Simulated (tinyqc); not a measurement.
Plane-wave Kohn-Sham cycle with exchange-only LDA in a layered model solid, step by step. One step of it, computed by the program tinyqc.

Question. Iteration 1: potential. V_H(G) = 4 pi rho(G)/G^2 for G != 0 (uniform background); v_x = -(3 rho/pi)^(1/3); V = V_ext + V_H + v_x; Fourier components f(G_m) = (1/N) sum_j f(x_j) exp(-i G_m x_j).

A solid whose potential varies along x alone (atomic units):
```
parameter                      value
period a                    4.400000
cross-section of the cell  15.000000
electrons per cell                 2
grid points                       16
plane waves -n..n, n               3
k points                           1
V1 in V1 cos(2 pi x/a)     -0.540000
```

density at the start, on the grid x_j = j a/N (e/bohr^3): 0.03030303  0.03030303  0.03030303  0.03030303  0.03030303  0.03030303  0.03030303  0.03030303  0.03030303  0.03030303  0.03030303  0.03030303  0.03030303  0.03030303  0.03030303  0.03030303

Give: Potentials on the grid; V(G_m), m = 0, 1, 2, ....

Answer.

Potentials on the grid (hartree):
```
x       V_ext    V_H     v_x       V
0.000  -0.540  0.000  -0.307  -0.847
0.275  -0.499  0.000  -0.307  -0.806
0.550  -0.382  0.000  -0.307  -0.689
0.825  -0.207  0.000  -0.307  -0.514
1.100       0  0.000  -0.307  -0.307
1.375   0.207  0.000  -0.307  -0.100
1.650   0.382  0.000  -0.307   0.075
1.925   0.499  0.000  -0.307   0.192
2.200   0.540  0.000  -0.307   0.233
2.475   0.499  0.000  -0.307   0.192
2.750   0.382  0.000  -0.307   0.075
3.025   0.207  0.000  -0.307  -0.100
3.300       0  0.000  -0.307  -0.307
3.575  -0.207  0.000  -0.307  -0.514
3.850  -0.382  0.000  -0.307  -0.689
4.125  -0.499  0.000  -0.307  -0.806
```

V(G_m), m = 0, 1, 2, ... (hartree): -0.307  -0.270  0.000  0.000  0.000  0.000  0.000
